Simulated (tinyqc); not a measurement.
Self-consistent Fermi level with native defects, at growth and after a quench: one step, computed by the program tinyqc. Command: `OMP_NUM_THREADS=1 python tinyqc.py 3013855 3013856 out.jsonl scfermi walk`. One thread of a shared host (Intel(R) Xeon(R) Processor @ 2.30GHz), about 0.04 s of CPU time with the checks.

Energies are counted from the top of the valence band (VBM); when the gap shrinks with temperature the conduction band moves and the levels stay. The added dopant is taken as fully ionised. D and A draw on one reservoir with opposite signs, as the two vacancies of a compound do.

Problem. Equilibrium at growth. n = N_c F_1/2((E_F - E_g)/k_B T), p = N_v F_1/2(-E_F/k_B T). F_1/2(eta) = (2/sqrt(pi)) int_0^infinity sqrt(x)/(1 + exp(x - eta)) dx, by the trapezoid rule in t = sqrt(x) with step 0.02 up to t = 12 (for eta < -12 by exp(eta) - exp(2 eta)/2^(3/2)). In equilibrium c_q = N_s exp(-(E_f(q, 0) + q E_F)/k_B T). Net charge = p - n + sum q c_q + N_X; the log ratio is ln(positive charge/negative charge). E_F is the root of the log ratio, by 50 bisections between -0.5 eV and E_g + 0.5 eV.

Inputs (values chosen for the exercise, for a model semiconductor): site density N_s = 4.1e+22 cm^-3; dopant density N_X = 1.4e+17 cm^-3; growth temperature T_g = 1140 K.

Added shallow dopant: donor.

E_g(T_g) = 1.3532 eV

N_c(T_g) = 3.902334e+18 cm^-3

N_v(T_g) = 1.081674e+20 cm^-3

k_B T_g = 0.09823760 eV

E_f(q, E_F = 0) (eV): D(+3) -0.7520, D(+2) -0.0410, D(+1) 0.9060, D(0) 2.1760, A(0) 3.0800, A(-1) 3.1163, A(-2) 3.5883

Give: E_F at growth; n at growth; p at growth; Defects at growth; total D; total A.

Solution.

E_F at growth = 1.021 eV

n at growth = 1.315e+17 cm^-3

p at growth = 3.304e+15 cm^-3

Defects at growth:
```
state  E_f (eV)  c (cm^-3)
D(+3)     2.312  2.467e+12
D(+2)     2.002  5.807e+13
D(+1)     1.927  1.237e+14
D(0)      2.176  9.840e+12
A(0)      3.080  9.921e+08
A(-1)     2.095  2.244e+13
A(-2)     1.546  6.019e+15
```

total D = 1.941e+14 cm^-3

total A = 6.041e+15 cm^-3

The largest part of the positive charge comes from the dopant (98 %) and that of the negative charge from electrons (92 %).
